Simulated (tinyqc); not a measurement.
# A finite superlattice with mass mismatch, transfer matrices, step by step

tinyqc, about 0.01 s, one thread, Intel Xeon 2.30GHz (shared host): `OMP_NUM_THREADS=1 python tinyqc.py 2560121 2560122 out.jsonl` Printed values are rounded.

One electron of energy E comes from the left lead (band edge 0); no transverse momentum. Parabolic bands, masses in units of m0, C = hbar^2/(2 m0); psi and psi'/m are continuous at every interface. N periods of a barrier d1 followed by a well Lw; the right lead equals the left one.

Inputs (values chosen for the exercise); masses and offsets close to those of GaAs wells and AlGaAs barriers:

| symbol | value | unit | meaning |
|---|---|---|---|
| mL | 0.069 | m0 | mass in the left lead |
| U1 | 0.25 | eV | barrier height |
| m1 | 0.09 | m0 | barrier mass |
| d1 | 1.7 | nm | barrier width |
| Lw | 5.3 | nm | well width (edge 0, mass mL) |
| N | 4 |  | number of periods |
| E | 0.17 | eV | electron energy |

Constants: q = 1.602176634e-19 C, hbar = 1.054571817e-34 J s, m0 = 9.1093837015e-31 kg, hbar^2/(2 m0) = 0.0380998212 eV nm^2. Results are converted to the units shown.

## Wave numbers

k = sqrt(m (E - U)/C) where E > U, K = sqrt(m (U - E)/C) where E < U; v = k/m in the leads.

Layers:
```
   U (eV)  m (m0)  d (nm)  k or K (1/nm)  which
1    0.25    0.09     1.7      0.4347152      K
2       0   0.069     5.3      0.5548653      k
```

vL = 8.041526 1/nm
vR = 8.041526 1/nm

## Matrices of the layers

For the pair (psi, psi'/m) a flat layer has M = [[cos kd, (m/k) sin kd], [-(k/m) sin kd, cos kd]] with k = sqrt(m (E - U)/C) above its edge U, and M = [[cosh Kd, (m/K) sinh Kd], [(K/m) sinh Kd, cosh Kd]] with K = sqrt(m (U - E)/C) below it. M12 is in nm, M21 in 1/nm.

M of layer 1:
```
          1          2
1  1.285729  0.1673120
2  3.903476   1.285729
```

M of layer 2:
```
            1           2
1  -0.9799060  0.02480374
2   -1.603962  -0.9799060
```

## Product of the matrices

The matrix of the later layer stands to the left: M = M_n ... M_2 M_1; det M = 1.

M of one period:
```
           1           2
1  -1.163072  -0.1320591
2  -5.887300   -1.528255
```

## N periods by the Chebyshev identity

x = (M11 + M22)/2 of one period. For |x| < 1 the energy lies in a miniband and cos(th) = x; for |x| > 1 it lies in a gap and cosh(g) = |x|. M^N = U_(N-1)(x) M - U_(N-2)(x) 1, with U_n = sin((n + 1) th)/sin th in a band and sign(x)^n sinh((n + 1) g)/sinh g in a gap.

x = -1.345664
g = 0.8092018
U_(N-1) = -14.11129
U_(N-2) = 6.243245

M^N:
```
          1         2
1  10.16921  1.863524
2  83.07739  15.32241
```

The energy lies in a gap: for large N each further period divides T(E) by exp(2 g) = 5.05.

## Transmission and reflection

The matrix M carries (psi, psi'/m) across the stack, and v = k/m in each lead. psi = 1 + r at the left edge (incident amplitude 1) and t at the right edge. With det M = 1, a = i vR M11 - M21 and b = -vL vR M12 - i vL M22: t = 2 i vL/(a - b), r = -(a + b)/(a - b), T(E) = (vR/vL) |t|^2, R(E) = |r|^2.

t = 0.07592585+0.01386335i
r = 0.3711172-0.9253729i
T(E) = 0.005956927
R(E) = 0.9940431

T(E) + R(E) = 1: the current is conserved.
